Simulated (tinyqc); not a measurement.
The methods across T_c: square-lattice Ising model by mean field, Bethe lattice, transfer matrix, exact enumeration and Monte Carlo steps. Computed by tinyqc, a small Python program. Command: `OMP_NUM_THREADS=1 python tinyqc.py 3007263 3007264 out.jsonl ising walk`. One thread of a shared host (Intel(R) Xeon(R) Processor @ 2.30GHz), about 1 s of CPU time with the checks.

H = -J sum over nearest pairs s_i s_j, s = +-1, no field, periodic boundaries; energies per site are in J. As a lattice gas or an alloy, s marks which species holds the site.

Inputs (values chosen for the exercise, for a model lattice): coupling J = 7.78 meV; factor on the grid 1.5, 1.85, 2.1, 2.45, 2.65, 3.1, 3.6, 4.4 of k_B T/J = 0.942.

Enumerated cell: 4 x 5.

Constants: k_B = 8.617333262e-05 eV/K.

Method:
- K = J/(k_B T). Mean field: m = tanh(4 K m), u = -2 m^2. Bethe: cavity field h = 3 artanh(tanh K tanh h), m = tanh(4h/3), u = -2 (tanh K + tanh^2 h)/(1 + tanh K tanh^2 h). Exact: m = [1 - sinh(2K)^(-4)]^(1/8) below T_c; u = -coth(2K) [1 + (2/pi)(2 tanh^2(2K) - 1) K1(k)], k = 2 sinh(2K)/cosh^2(2K), K1 the complete elliptic integral of the first kind. The largest root is taken.
- Weights count x exp(-K E); N = 20; u = <E>/N, c = K^2 (<E^2> - <E>^2)/N in k_B, Binder U = 1 - <M^4>/(3 <M^2>^2).
- The grid values of k_B T/J times the given factor are rounded to 3 figures before use.

States of the 4 x 5 cell:
```
E (J),|M|,count
-40,20,2
-32,18,40
-28,16,80
-24,4,10
-24,12,50
-24,14,240
-24,16,300
-20,0,44
-20,2,80
-20,6,80
-20,8,160
-20,10,408
-20,12,680
-20,14,960
-16,0,260
-16,2,640
-16,4,1080
-16,6,1280
-16,8,1760
-16,10,2200
-16,12,3060
-16,14,1080
-12,0,2960
-12,2,5800
-12,4,5840
-12,6,6680
-12,8,7680
-12,10,8400
-12,12,3880
-8,0,10380
-8,2,21680
-8,4,22650
-8,6,23000
-8,8,20620
-8,10,11280
-8,12,2020
-4,0,30880
-4,2,59640
-4,4,54960
-4,6,44240
-4,8,25200
-4,10,6680
0,0,48442
0,2,91280
0,4,72320
0,6,42880
0,8,15720
0,10,2040
4,0,46640
4,2,82600
4,4,55920
4,6,26200
4,8,5200
8,0,29000
8,2,49320
8,4,27960
8,6,8120
8,8,1180
12,0,11740
12,2,17960
12,4,8680
12,6,2160
16,0,3200
16,2,5360
16,4,1860
16,6,400
20,0,960
20,2,1200
20,4,600
24,0,200
24,2,280
24,4,60
28,0,40
28,2,80
32,0,10
```

Order and energy:
```
k_B T/J,T (K),m mean field,m Bethe,m exact,<|m|> cell,u Bethe,u exact,u cell,U cell
1.41,127.30,0.99287,0.99115,0.99097,0.99080,-1.9669,-1.9666,-1.9664,0.66522
1.74,157.09,0.97795,0.96794,0.96530,0.96381,-1.8879,-1.8838,-1.8820,0.65927
1.98,178.76,0.95939,0.93256,0.91763,0.91934,-1.7792,-1.7597,-1.7622,0.64665
2.31,208.55,0.92084,0.83648,0.00000,0.81335,-1.5286,-1.3254,-1.5122,0.60750
2.50,225.71,0.89064,0.73573,0.00000,0.73741,-1.3147,-1.1061,-1.3471,0.57176
2.92,263.63,0.79805,0.00000,0.00000,0.58103,-0.6594,-0.8510,-1.0244,0.47174
3.39,306.06,0.63401,0.00000,0.00000,0.46191,-0.5734,-0.6887,-0.7842,0.36247
4.14,373.77,0.00000,0.00000,0.00000,0.36131,-0.4739,-0.5344,-0.5735,0.24349
```

What follows from these numbers?

At k_B T/J = 1.41 all values of m agree within 0.003. At 2.31 the exact m is 0 while Bethe gives 0.84, mean field 0.92 and the cell 0.81: neglect of fluctuations raises T_c, and a finite cell rounds the transition. U falls from 0.665 (2/3 when ordered) to 0.243 (0 for a large disordered system).
